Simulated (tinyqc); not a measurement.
Concentration-dependent dopant diffusion with charged defects and the built-in field: one step, computed by the program tinyqc. Command: `OMP_NUM_THREADS=1 python tinyqc.py 3006644 3006645 out.jsonl extrinsic walk`. One thread of a shared host (Intel(R) Xeon(R) Processor @ 2.30GHz), about 0.05 s of CPU time with the checks.

A constant source C_s feeds a half space. The dopant moves through neutral point defects and through charged ones, whose number grows with the majority carrier density n.

Task: Intrinsic density and partial diffusivities. n_i = 3.87e16 T^1.5 exp(-7014/T) per cm^3 (T in kelvin, an empirical form); each D = prefactor x exp(-E/(k_B T)); the intrinsic diffusivity D_i is their sum. Temperatures in kelvin are T(C) + 273.15.

Inputs (values chosen for the exercise, modelled on boron in silicon): neutral prefactor D0x = 0.0467 cm^2/s; neutral activation energy E0 = 3.49 eV; singly charged prefactor D01 = 1.05 cm^2/s; activation energy E1 = 3.49 eV; temperature T = 1150 C.

Field enhancement: on.

Constants: k_B = 8.617333262e-05 eV/K.

Give: n_i; partial diffusivities; intrinsic diffusivity D_i.

Result:

n_i = 1.504e+19 1/cm^3

partial diffusivities (cm^2/s): Dx 2.043e-14, D1 4.593e-13

intrinsic diffusivity D_i = 4.797e-13 cm^2/s
